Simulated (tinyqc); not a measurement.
From results back to parameters: Kronig-Penney superlattice by transfer matrices. Five cases, with inputs chosen for the exercise.

Problem. The bottom of the first miniband was computed from a hidden barrier width b.

Wells (width a, potential 0, mass mw) alternate with barriers (width b, height V0, mass mb); period d = a + b; c = hbar^2/2m0. The vector (psi, psi'/m) is continuous, and a layer of thickness t carries it by M = [[cos kt, (m/k) sin kt], [-(k/m) sin kt, cos kt]] with k = sqrt(m (E - V)/c); for E < V, k = i kappa gives [[cosh, (m/kappa) sinh], [(kappa/m) sinh, cosh]] of kappa t. A Bloch state obeys cos(q d) = tr(Mb Mw)/2.

Constants: hbar^2/2m0 = 3.80998211 eV angstrom^2.

Find: k; kappa; tanh(kappa b/2); b.

Method. At q = 0 the lowest state is even about the centres of well and barrier: cos(kz) joins cosh, so (k/mw) tan(k a/2) = (kappa/mb) tanh(kappa b/2), which gives b.

Case 1.

Values chosen (near those of a GaAs superlattice with barriers of AlGaAs; shifted at random, so the results belong to these values and not to a real crystal): a = 93 angstrom (well width); V0 = 0.203 eV (barrier height); mw = 0.0662 m0 (mass in the wells); mb = 0.0878 m0 (mass in the barriers).

bottom of band 1 = 0.0244801 eV

Solution.

k = 0.02062 1/angstrom
kappa = 0.06414 1/angstrom
tanh(kappa b/2) = 0.6079
b = 22.0 angstrom

Case 2.

Values chosen (near those of a GaAs superlattice with barriers of AlGaAs; shifted at random, so the results belong to these values and not to a real crystal): a = 41 angstrom (well width); V0 = 0.267 eV (barrier height); mw = 0.0672 m0 (mass in the wells); mb = 0.0944 m0 (mass in the barriers).

bottom of band 1 = 0.0821010 eV

Solution.

k = 0.03805 1/angstrom
kappa = 0.06768 1/angstrom
tanh(kappa b/2) = 0.7815
b = 31.0 angstrom

Case 3.

Values chosen (near those of a non-polar GaN superlattice with barriers of AlN; shifted at random, so the results belong to these values and not to a real crystal): a = 17 angstrom (well width); V0 = 1.945 eV (barrier height); mw = 0.196 m0 (mass in the wells); mb = 0.321 m0 (mass in the barriers).

bottom of band 1 = 0.2712950 eV

Solution.

k = 0.11814 1/angstrom
kappa = 0.37552 1/angstrom
tanh(kappa b/2) = 0.8098
b = 6.0 angstrom

Case 4.

Values chosen (near those of an InGaAs superlattice with barriers of InP; shifted at random, so the results belong to these values and not to a real crystal): a = 132 angstrom (well width); V0 = 0.264 eV (barrier height); mw = 0.04 m0 (mass in the wells); mb = 0.0826 m0 (mass in the barriers).

bottom of band 1 = 0.0241024 eV

Solution.

k = 0.01591 1/angstrom
kappa = 0.07212 1/angstrom
tanh(kappa b/2) = 0.7939
b = 30.0 angstrom

Case 5.

Values chosen (near those of an InGaAs superlattice with barriers of InAlAs; shifted at random, so the results belong to these values and not to a real crystal): a = 76 angstrom (well width); V0 = 0.52 eV (barrier height); mw = 0.0416 m0 (mass in the wells); mb = 0.073 m0 (mass in the barriers).

bottom of band 1 = 0.0548252 eV

Solution.

k = 0.02447 1/angstrom
kappa = 0.09441 1/angstrom
tanh(kappa b/2) = 0.6095
b = 15.0 angstrom

Computed by tinyqc, one run a case: `OMP_NUM_THREADS=1 python tinyqc.py N N+1 out.jsonl` with N = 1282692, 1282718, 1282719, 1282733, 1282768; one thread of a shared Intel(R) Xeon(R) Processor @ 2.30GHz, about 0.07 s a run at most.
